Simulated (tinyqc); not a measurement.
k.p theory built from an empirical-pseudopotential calculation at Gamma: one step. Luttinger parameters from the curvatures. Three cases, with inputs chosen for the exercise.

Task: A pseudopotential band calculation without spin-orbit coupling gave the curvatures below. The valence triplet at Gamma has curvatures (units of hbar^2/2m0) L (once), M (twice) along [100] and (L + 2M + 2N)/3 (once), (L + 2M - N)/3 (twice) along [111]. g1 = -(L + 2M)/3, g2 = -(L - M)/6, g3 = -N/6; heavy and light masses 1/(g1 -/+ 2 g2) along [100], 1/(g1 -/+ 2 g3) along [111].

Give: L, M, N; g1, g2, g3; masses: heavy and light [100], heavy and light [111].

Case 1.

eigenvalues along [100]: -17.63903  -3.12459  -3.12459

eigenvalues along [111]: -21.29215  -1.29803  -1.29803

Result:

L, M, N: -17.639  -3.125  -19.994

g1, g2, g3: 7.963  2.419  3.332

masses: heavy and light [100], heavy and light [111] (m0): 0.320  0.078  0.770  0.068

Case 2.

eigenvalues along [100]: -14.73728  -2.33155  -2.33155

eigenvalues along [111]: -17.47168  -0.96435  -0.96435

Result:

L, M, N: -14.737  -2.332  -16.507

g1, g2, g3: 6.467  2.068  2.751

masses: heavy and light [100], heavy and light [111] (m0): 0.429  0.094  1.037  0.084

Case 3.

eigenvalues along [100]: -14.42640  -2.18211  -2.18211

eigenvalues along [111]: -16.96288  -0.91387  -0.91387

Result:

L, M, N: -14.426  -2.182  -16.049

g1, g2, g3: 6.264  2.041  2.675

masses: heavy and light [100], heavy and light [111] (m0): 0.458  0.097  1.094  0.086

Computed by tinyqc, one run a case: `OMP_NUM_THREADS=1 python tinyqc.py N N+1 out.jsonl` with N = 1050322, 1050362, 1050383; one thread of a shared Intel(R) Xeon(R) Processor @ 2.30GHz, about 0.7 s a run at most.
